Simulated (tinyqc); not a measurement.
From results back to parameters: metal-induced gap states at the contact of a metal chain and a two-band chain. Four cases, with inputs chosen for the exercise.

Problem. With gap states the barrier for electrons is phi = S (W - chi - p) + p, W being the work function of the metal, S the pinning factor and p the depth of the neutrality level below the conduction edge. The barriers for two metals come from hidden S and p, those of the chain and not of a measured contact.

Case 1.

Values chosen (out of a larger set: gap and optical dielectric constant near those of GaAs; the chain itself is a model; not measured data): W1 = 4.08 eV (work function of metal 1); W2 = 5.21 eV (of metal 2); chi = 3.94 eV (electron affinity).

barriers (eV): metal 1 0.50407, metal 2 0.79448

Case 2.

Values chosen (out of a larger set: gap and optical dielectric constant near those of GaN; the chain itself is a model; not measured data): W1 = 4.36 eV (work function of metal 1); W2 = 5.17 eV (of metal 2); chi = 4.1 eV (electron affinity).

barriers (eV): metal 1 1.34145, metal 2 1.74402

Case 3.

Values chosen (out of a larger set: gap and optical dielectric constant near those of GaN; the chain itself is a model; not measured data): W1 = 4.25 eV (work function of metal 1); W2 = 5.39 eV (of metal 2); chi = 3.92 eV (electron affinity).

barriers (eV): metal 1 1.58771, metal 2 1.89893

Case 4.

Values chosen (out of a larger set: gap and optical dielectric constant near those of HfO2; the chain itself is a model; not measured data): W1 = 4.16 eV (work function of metal 1); W2 = 5.15 eV (of metal 2); chi = 2.44 eV (electron affinity).

barriers (eV): metal 1 2.20124, metal 2 2.74178

Find: S, p (eV).

Solution. The slope of the barrier against W is S; then p = (phi1 - S (W1 - chi))/(1 - S).

Case 1.

S, p (eV): 0.257  0.630

Case 2.

S, p (eV): 0.497  2.410

Case 3.

S, p (eV): 0.273  2.060

Case 4.

S, p (eV): 0.546  2.780

Computed by tinyqc, one run a case: `OMP_NUM_THREADS=1 python tinyqc.py N N+1 out.jsonl` with N = 1452724, 1452736, 1452760, 1452822; one thread of a shared Intel(R) Xeon(R) Processor @ 2.30GHz, about 0.01 s a run at most.
